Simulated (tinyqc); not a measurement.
Inside a calculation: model-solid line-up of a strained alloy layer on a substrate. Values are carried at full precision from step to step, so a last printed digit may differ when a step is redone from the rounded ones.

All values of the alloy are linear in x but the gap, Eg(x) = (1 - x) Eg_A + x Eg_B - C x (1 - x), and the valence edge, Ev(x) = (1 - x) Ev_A + x Ev_B + fv C x (1 - x); Ec = Ev + Eg. Ev is the top of the unstrained valence band on a scale common to all materials. In the layer only the Gamma valley of the conduction band is followed, also where an X or L valley would lie lower.

Values chosen for the exercise (A near InAs, B near InSb, substrate near GaSb; shifted at random, so the results belong to these values and not to a real crystal): a = (6.066, 6.47) angstrom (lattice constant of A, B); Eg = (0.422, 0.236) eV (gap at Gamma to the s-like level of A, B); Dso = (0.384, 0.802) eV (spin-orbit splitting of A, B); Ev = (-0.59, 0) eV (top of the unstrained valence band of A, B); ac = (-5.09, -6.85) eV (conduction deformation potential of A, B); av = (1, 0.36) eV (valence hydrostatic potential of A, B); b = (-1.82, -2.01) eV (tetragonal shear potential of A, B); d = (-3.56, -4.76) eV (trigonal shear potential of A, B); C11 = (84, 69.5) GPa (of A, B); C12 = (44.8, 37) GPa (of A, B); C44 = (39.9, 31.1) GPa (of A, B); C = 0.613 eV (bowing of the gap); fv = 0.6 (share of the bowing taken by the valence edge); x = 0.19 (fraction of B); a_s = 6.103 angstrom (substrate); face = 111 (growth face); Eg_s = 0.809 eV (lowest gap of the substrate); Ev_s = -0.03 eV (substrate valence edge); e14 = -0.051 C/m^2 (piezoelectric constant of the layer); eps = 14.2 (dielectric constant); Lw = 6 nm (thickness of the layer).

## Values of the alloy

Interpolate.

Alloy at x (a in angstrom, C11, C12, C44 in GPa, all else in eV):
```
symbol,value
a,6.1428
Eg,0.2923
Dso,0.4634
Ev,-0.4213
ac,-5.4244
av,0.8784
b,-1.8561
d,-3.7880
C11,81.2450
C12,43.3180
C44,38.2280
```

## Strain on the (111) substrate

Coherent growth on a (111) face: e_par = (a_s - a)/a, e_perp = -(2 C11 + 4 C12 - 4 C44)/(C11 + 2 C12 + 4 C44) e_par; exx = eyy = ezz = (2 e_par + e_perp)/3 and exy = eyz = ezx = (e_perp - e_par)/3.

Use the values of the alloy.

e_par = -0.006473
e_perp = 0.003689

strain tensor in the cubic axes:
```
,x,y,z
x,-0.003085,0.003387,0.003387
y,0.003387,-0.003085,0.003387
z,0.003387,0.003387,-0.003085
```

The layer is under compression in the plane; its volume changes by -0.926 %.

## Strained band edges

Strained edges: Ec + ac tr(e); the valence edges are Ev plus the levels of the 6 x 6 matrix of X, Y, Z times spin with -Dso/3 + l exx + m (eyy + ezz) on the diagonal (cyclic), n exy off it, l = av + 2 b, m = av - b, n = sqrt(3) d. Spin-orbit term (Dso/3) L.sigma on X, Y, Z with (L_k)_ij = -i epsilon_kij: <X+|H|Y+> = -i Dso/3, <X+|H|Z-> = Dso/3, <Y+|H|Z-> = -i Dso/3, <Z+|H|X-> = -Dso/3, <Z+|H|Y-> = i Dso/3, <X-|H|Y-> = i Dso/3, and their conjugates; + and - are the spin along z.

Give the hydrostatic shifts, the strain block and the edges.

ac tr(e), av tr(e) (eV): 0.0502  -0.0081

strain block (eV):
```
,X,Y,Z
X,-0.0081,-0.0222,-0.0222
Y,-0.0222,-0.0081,-0.0222
Z,-0.0222,-0.0222,-0.0081
```

Ec and the three valence edges from the top (eV): -0.0788  -0.4072  -0.4494  -0.8951

strained gap = 0.3284 eV

Strain moves the gap by +36 meV: +58 meV from the volume and -22 meV from the splitting of the valence edge, which always raises the top.

## Offsets against the substrate material

dEc = Ec(substrate) - Ec(layer), dEv = Ev(layer) - Ev(substrate); positive values confine the carrier in the layer. Type I: both of one sign; type II: opposite signs; type III: the gaps do not overlap.

Give also the smallest gap across the interface, min Ec - max Ev.

dEc = 0.8578 eV
dEv = -0.3772 eV

type: III

smallest gap = -0.0488 eV

The conduction edge of one side lies below the valence edge of the other, so electrons transfer across the interface. An offset this small is within the spread of parameter sets, so the type is not settled by this model.

## Piezoelectric polarisation

P_x = 2 e14 eyz and cyclic. The field along the normal n of the (111) face is -P.n/(eps eps0) in a layer between thick unstrained barriers, eps0 = 8.8541878e-12 F/m; 1 kV/cm = 1e5 V/m.

P (C/m^2): -0.000346  -0.000346  -0.000346

P.n = -0.000598 C/m^2
field along n = 47.6 kV/cm
potential drop across the layer = 28.6 mV

The drop of 29 meV tilts both band edges, pulls electrons and holes to opposite faces and lowers the transition; a (001) layer has no shear and no such field.

Program tinyqc; command `OMP_NUM_THREADS=1 python tinyqc.py 1050784 1050785 out.jsonl`; about 0.01 s on one thread of a shared Intel(R) Xeon(R) Processor @ 2.30GHz.
